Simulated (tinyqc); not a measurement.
Mean-field antiferromagnet of the Hubbard model on the simple cubic lattice: sweeps and comparisons. A value that a table varies takes the place of the one given here.

e(k) = -2 t (cx + cy + cz) - 4 t2 (cx cy + cy cz + cz cx), ci = cos ki; one electron a site; Q = (pi, pi, pi). <n_up - n_dn> = m cos(Q.R) gives Delta = U m/2 and bands E = e+ -/+ sqrt(e-^2 + Delta^2), e+- = (e(k) +- e(k + Q))/2 (the constant U/2 is dropped). Means run over the mesh k_i = 2 pi (j + 1/2)/N of the whole zone: mu from mean(f(E-) + f(E+)) = 1; m(out) = mean of Delta (f(E-) - f(E+))/sqrt(e-^2 + Delta^2); free energy per site F = -kT mean[ln(1 + exp(-(E- - mu)/kT)) + ln(1 + exp(-(E+ - mu)/kT))] + mu + U m^2/4.

Constants: kB = 8.617333262e-05 eV/K.

Values chosen for the exercise:
- t = 0.61 eV (nearest hopping)
- t2 = 0 eV (second hopping)
- T = 300 K
- U = 4.54 eV (on-site repulsion)

## From weak to strong coupling

Mesh N = 16, start m = 0.9, at most 400 steps; U takes the listed multiples of t. The gap (negative: overlap) is read for that Delta on the unshifted mesh N = 24, which holds the band extrema.

Results:

| U/t | m | Delta (eV) | gap (eV) | F - F(0) (meV) | J = 4 t^2/U (meV) |
|---|---|---|---|---|---|
| 1.5 | 0.000 | 0.000 | 0.000 | 0.00 | 1627 |
| 2.0 | 0.169 | 0.103 | 0.206 | -0.57 | 1220 |
| 3.0 | 0.426 | 0.390 | 0.780 | -15.92 | 813 |
| 4.0 | 0.589 | 0.719 | 1.438 | -56.49 | 610 |
| 5.0 | 0.696 | 1.061 | 2.122 | -120.30 | 488 |
| 6.0 | 0.767 | 1.403 | 2.806 | -202.39 | 407 |
| 8.0 | 0.852 | 2.078 | 4.157 | -404.63 | 305 |
| 12.0 | 0.926 | 3.390 | 6.780 | -893.85 | 203 |
| 20.0 | 0.971 | 5.926 | 11.851 | -2004.41 | 122 |

What does this show, and why?

On this mesh a moment above 0.02 first appears at U/t = 2 of those listed; a gap is open from U/t = 2 on. With t2 = 0 the Fermi surface is nested by Q, so at zero temperature and on an infinite mesh any U orders; at small U the finite mesh and kT = 0.042 t can suppress or reduce the moment. At U/t = 20 m has reached 0.971 and the gap is 0.97 U. Mean field leaves out spin fluctuations, which lower m (at large U to about 0.6 on the square and 0.85 on the simple cubic lattice) and the ordering temperature.

## Order against temperature

Mesh N = 16, start m = 0.9, at most 400 steps; Delta(50 K) = 1.8918 eV.

Results:

| T (K) | kT/Delta(50 K) | m | Delta (eV) |
|---|---|---|---|
| 1100 | 0.050 | 0.833 | 1.8918 |
| 3290 | 0.150 | 0.832 | 1.8886 |
| 5490 | 0.250 | 0.807 | 1.8309 |
| 7680 | 0.350 | 0.719 | 1.6317 |
| 9220 | 0.420 | 0.595 | 1.3498 |
| 10540 | 0.480 | 0.406 | 0.9224 |
| 11850 | 0.540 | 0.000 | 0.0000 |
| 13170 | 0.600 | 0.000 | 0.0000 |
| 15370 | 0.700 | 0.000 | 0.0000 |

What does this show, and why?

The moment is below 0.02 from 11850 K on (kT/Delta = 0.54); close to the transition 400 steps may not suffice, so a small m in the row before can be unconverged. Weak-coupling theory puts the transition at 0.567 and the atomic limit at 0.5. Fluctuations, left out, lower the true transition.

## Mesh

Start m = 0.9, at most 400 steps.

Results:

| N | m | Delta (eV) |
|---|---|---|
| 4 | 0.8287 | 1.8812 |
| 6 | 0.8335 | 1.8921 |
| 8 | 0.8334 | 1.8917 |
| 12 | 0.8334 | 1.8918 |
| 16 | 0.8334 | 1.8918 |

What does this show?

m spans 0.8287 to 0.8335; it stays within 0.002 of the last value from N = 6 on. The level spacing across the Fermi surface, about 4 pi t/N, should fall below the larger of Delta = 1.892 eV and kT, a rough rule that asks for N above about 4.1.

## What moves the order

Mesh N = 16, start m = 0.9; the gap (negative: overlap) is read for that Delta on the unshifted mesh N = 24. Each row changes one parameter from the base and keeps the others.

Results:

| case | m | Delta (eV) | gap (eV) |
|---|---|---|---|
| base | 0.8334 | 1.8918 | 3.7835 |
| U = 4.994 eV | 0.8574 | 2.1409 | 4.2817 |
| t = 0.671 eV | 0.8061 | 1.8299 | 3.6598 |
| t2 = -0.03 eV | 0.8334 | 1.8918 | 3.6635 |
| T = 900 K | 0.8334 | 1.8918 | 3.7835 |

What does this show?

The largest shifts from the base row, up to three for each result and ties (the steps differ in size, so this ranks the rows, not the parameters). m: t -0.0273, U +0.0240; unchanged at the printed digits by t2 and T. Delta (eV): U +0.2491, t -0.0619; unchanged at the printed digits by t2 and T. gap (eV): U +0.4982, t -0.1237, t2 -0.1200; unchanged at the printed digits by T.

Computed by tinyqc, a small Python program: `OMP_NUM_THREADS=1 python tinyqc.py 1682033 1682034 out.jsonl` (the numbers bound the seed that draws the inputs); one thread of a shared host (Intel(R) Xeon(R) Processor @ 2.30GHz), about 0.1 s for the whole set of steps.
